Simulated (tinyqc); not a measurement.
Geometry relaxation of a small cluster: one step, computed by the program tinyqc.

E = sum_i {sum_j A exp(-p (r_ij/r0 - 1)) - xi sqrt(rho_i)}, rho_i = sum_j exp(-2 q (r_ij/r0 - 1)); the force on i is -sum_j w_ij (R_i - R_j)/r_ij with w_ij = -(2p/r0) A exp(-p (r_ij/r0 - 1)) + (xi q/r0) exp(-2 q (r_ij/r0 - 1)) (rho_i^(-1/2) + rho_j^(-1/2)).

Task: The first two steps. BFGS: R(new) = R + B F with the inverse Hessian B = eta 1 at first; with s = R(new) - R, y = F - F(new), rho = 1/(y.s): B(new) = (1 - rho s y^T) B (1 - rho y s^T) + rho s s^T, skipped if y.s is not positive. No atom moves more than 0.3 angstrom a step (the whole step is scaled). Stop when the largest force component is below 1e-5 eV/angstrom.

Inputs (values chosen for the exercise, for model atoms):

| quantity | value | unit |
|---|---|---|
| length r0 | 2.46 | angstrom |
| repulsion A | 0.13 | eV |
| hopping xi | 1.66 | eV |
| decay p | 11.5 | - |
| decay q | 3.12 | - |
| step factor eta | 0.015 | angstrom^2/eV |

Potential: Gupta. Method: BFGS.

starting positions (angstrom):
```
            x     y      z
atom 1  -0.11  0.09  -0.07
atom 2   2.24  0.29  -0.11
atom 3   1.17  1.99   0.09
atom 4    1.2  0.77   1.95
```

Give: positions after step 1; energy after step 1; positions after step 2; energy after step 2.

Result:

positions after step 1 (angstrom):
```
             x      y       z
atom 1  -0.091  0.098  -0.059
atom 2   2.262  0.237  -0.109
atom 3   1.133  2.042   0.093
atom 4   1.196  0.763   1.934
```

energy after step 1 = -10.57 eV

positions after step 2 (angstrom):
```
             x      y       z
atom 1  -0.056  0.114  -0.039
atom 2   2.259  0.204  -0.099
atom 3   1.106  2.069   0.097
atom 4   1.192  0.753   1.901
```

energy after step 2 = -10.73 eV
